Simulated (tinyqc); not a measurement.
The whole curve: space-charge-limited current through a thin insulating or semi-insulating film with traps. Computed by tinyqc, a small Python program. Command: `OMP_NUM_THREADS=1 python tinyqc.py 3003542 3003543 out.jsonl sclc walk`. One thread of a shared host (Intel(R) Xeon(R) Processor @ 2.30GHz), about 0.01 s of CPU time with the checks.

One ohmic injecting contact at x = 0 (field zero), drift only, non-degenerate free carriers.

Inputs (values chosen for the exercise, modelled on HfO2):
```
quantity,value,unit
permittivity eps,22,-
band mobility mu,0.037,cm^2/(V s)
effective density of states N_c,1.1e+20,1/cm^3
trap density N_t,5.9e+15,1/cm^3
"equilibrium Fermi level below the band edge, E_0",0.62,eV
thickness d,1500,nm
"free density at the anode, in units of N_c",1.3e-05,-
temperature T,300,K
trap level E_t below the band edge,0.48,eV
```

Traps: single level.

Constants: k_B = 8.617333262e-05 eV/K; e = 1.602176634e-19 C; eps_0 = 8.8541878128e-12 F/m.

Method:
- Free density n_0 = N_c exp(-E_0/k_B T) in equilibrium; trapped density n_t(n) = N_t/(1 + n_1/n), n_1 = N_c exp(-E_t/k_B T).
- theta = n/(n + n_t) at the anode density; trap-filled-limit voltage V_TFL = e (N_t - n_t(n_0)) d^2/(2 eps eps_0).
- J = e mu n F and (eps eps_0/e) dF/dx = n - n_0 + n_t(n) - n_t(n_0) = rho(n). With F = J/(e mu n): d = (eps eps_0 J/(e^2 mu)) I_1 and V = (eps eps_0 J^2/(e^3 mu^2)) I_2, I_k = int_(n_L)^infinity dn/(n^(k+1) rho(n)), n_L the density at the anode; with u = n_L/n, 200 Gauss-Legendre points in t, u = 1 - (1 - t)^2.
- The last column is d ln J/d ln V up to the next row.

V_TFL = 5.43521 V

Current against voltage:
```
n_L (1/cm^3),V (V),J (A/cm^2),slope
4.40e+09,1.6879e-02,3.5413e-09,1.647
2.20e+10,2.8155e-01,3.6444e-07,2.101
1.10e+11,1.2722e+00,8.6697e-06,2.738
5.20e+11,3.2839e+00,1.1627e-04,5.362
2.60e+12,4.8554e+00,9.4663e-04,15.798
1.30e+13,5.4250e+00,5.4601e-03,21.712
6.20e+13,5.8469e+00,2.7767e-02,9.945
3.00e+14,6.9378e+00,1.5218e-01,4.479
1.50e+15,1.0758e+01,1.0858e+00,2.712
7.30e+15,2.5910e+01,1.1776e+01,2.180
3.60e+16,9.7140e+01,2.0994e+02,2.039
1.80e+17,4.5258e+02,4.8422e+03,-
```

The slope starts at 1.65, peaks at 21.7 between 5.42 and 5.85 V and ends at 2.04. Rows below 0.26 V (10 k_B T/e) are formal, since diffusion from the contact rules there. Self-heating is left out, although J V exceeds 1e5 W/cm^2 at the last row. Rows above 450 V are formal, since the mean field exceeds 3 MV/cm and breakdown sets in. The steep part is the filling of the level near V_TFL = 5.44 V, from which N_t can be read; below it a slope near 2, where the rows show one, belongs to the square law scaled by theta.

Extremes, crossings and ranges named in words are read from the listed rows.
